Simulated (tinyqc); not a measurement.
A periodic Ge profile (wiggle well): inter-valley coupling by envelope functions against a chain of atomic planes.

Chain: E(phi) = e0 + 2 v cos(phi) + 2 u cos(2 phi), cos(phi0) = -v/(4u), e0 = 2u + v^2/(4u); plane j = 0, 1, ... has the potential V_j = dE x_j + F (j - 30) a/4 (1 MV/m = 1e-4 V/angstrom). There are 30 barrier planes a side; with y = j - 29.5, x_j = xb (f(y) + f(Nw - y)), f(y) = 1/(1 + exp(y/L)), plus any Ge added in the well. The valley splitting is the spacing of the two lowest levels. Envelope theory: F_j solves a one-valley chain with hopping -b and diagonal 2b + V_j, b = 4u sin^2(phi0), sum F_j^2 = 1; the valleys couple by Dv = sum_j F_j^2 V_j exp(-2 i phi0 j) and split by 2|Dv|.

Inputs chosen for the exercise (near those of the Delta valleys of silicon in a SiGe well; shifted at random, so the results belong to these values and not to a real crystal): a = 5.431 angstrom (lattice constant; planes lie a/4 apart); u = 0.595 eV (second-neighbour hopping); v = 0.671 eV (nearest hopping); Nw = 64 (planes in the well); L = 1 planes (interface width); xb = 0.25 (Ge fraction of the barriers); dE = 0.54 eV (offset per unit Ge fraction); F = 8 MV/m (field); xw = 0.011 (mean Ge fraction of the wiggle).

periods (planes): pi/phi0 1.69212, pi/(pi - phi0) 2.44484

Added fraction xw (1 - cos(2 pi (j - 30)/p)) on the well planes; p = f times the resonant period pi/(pi - phi0). At resonance the estimate is dE xw.

Against period:

| f | p (planes) | mean of the doublet (meV) | splitting, chain (micro-eV) | envelope |
|---|---|---|---|---|
| 0.90 | 2.2004 | 33.31 | 558 | 595 |
| 0.95 | 2.3226 | 33.22 | 2963 | 3062 |
| 0.98 | 2.3959 | 33.31 | 5193 | 5240 |
| 0.99 | 2.4204 | 33.36 | 5638 | 5639 |
| 1.00 | 2.4448 | 33.37 | 5801 | 5764 |
| 1.01 | 2.4693 | 33.36 | 5667 | 5609 |
| 1.02 | 2.4937 | 33.32 | 5280 | 5214 |
| 1.05 | 2.5671 | 33.22 | 3410 | 3326 |
| 1.10 | 2.6893 | 33.27 | 1085 | 1015 |
| 1.50 | 3.6673 | 33.37 | 37 | 36 |
| 3.00 | 7.3345 | 33.39 | 9 | 8 |

How do the results move, and what explains it?

The splitting peaks at f = 1 with 5.80 meV, against the estimate dE xw = 5.94 meV, and is 0.90 and 0.91 of the value at f = 1 two per cent off to either side: the width of the resonance is set by the number of periods under the envelope. At f = 3 it is 9 micro-eV. The chain has one orbital a plane and knows only this resonance; longer periods that work through other bands are outside it.

Program tinyqc; command `OMP_NUM_THREADS=1 python tinyqc.py 1480180 1480181 out.jsonl`; about 0.2 s on one thread of a shared Intel(R) Xeon(R) Processor @ 2.30GHz.
